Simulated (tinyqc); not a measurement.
# Single-photon avalanche diode, trigger probability and counting: effect of the width of the multiplication layer

A multiplication layer of width W with the uniform field V/W; alpha = an exp(-bn/E) for electrons, beta = ap exp(-bp/E) for holes (local model, no dead space). a = alpha W, b = beta W. Electrons enter at x = 0, holes at x = W. P0 is the probability that an electron entering at 0 starts a lasting avalanche, PW the same for a hole entering at W.

Breakdown: ln(a/b) = a - b with a not equal to b. Above it PW/(1 - PW) = [P0/(1 - P0)] exp(b - a) and b ln(1 - P0) = a ln(1 - PW); the mean over pairs made evenly in the layer is Pm = ln[(1 - PW)/(1 - P0)]/(a - b). The excess bias is 10 % of VB in every row.

Values chosen for this exercise; ionisation coefficients close to those of silicon:

| symbol | value | unit | meaning |
|---|---|---|---|
| an | 7.23e5 | 1/cm | electron prefactor |
| bn | 1.21 | MV/cm | electron field |
| ap | 1.56e6 | 1/cm | hole prefactor |
| bp | 2.06 | MV/cm | hole field |

Results:

| W (um) | VB (V) | E at VB (MV/cm) | beta/alpha at VB | P0 | PW |
|---|---|---|---|---|---|
| 0.15 | 8.798 | 0.5866 | 0.5066 | 0.4875 | 0.3205 |
| 0.25 | 12.32 | 0.4929 | 0.3847 | 0.5869 | 0.3282 |
| 0.67 | 25.15 | 0.3753 | 0.2241 | 0.7542 | 0.3204 |
| 1.1 | 36.79 | 0.3345 | 0.1699 | 0.8208 | 0.3079 |
| 1.8 | 54.27 | 0.3015 | 0.1287 | 0.8740 | 0.2915 |
| 3 | 81.99 | 0.2733 | 0.09621 | 0.9162 | 0.2713 |
| 5 | 124.8 | 0.2497 | 0.07167 | 0.9466 | 0.2489 |

Estimate the missing row, W = 0.41 um.

Computed row:

| W (um) | VB (V) | E at VB (MV/cm) | beta/alpha at VB | P0 | PW |
|---|---|---|---|---|---|
| 0.41 | 17.48 | 0.4263 | 0.2938 | 0.6759 | 0.3275 |

With this row back in the table: As W grows, VB rises from 8.80 to 125 V, as W^(0.76) on average, the breakdown field falls from 0.587 to 0.250 MV/cm and beta/alpha falls from 0.507 to 0.0717. At equal relative excess P0 rises from 0.488 to 0.947 and PW goes from 0.320 through a maximum of 0.328 (at W = 0.25 um among the rows listed) to 0.249. For W = 0.15, 0.25 dead space and band-to-band tunnelling, left out here, matter.

Numbers from tinyqc (`OMP_NUM_THREADS=1 python tinyqc.py 2630056 2630057 out.jsonl`; about 0.01 s on one thread of a shared Intel Xeon 2.30GHz).
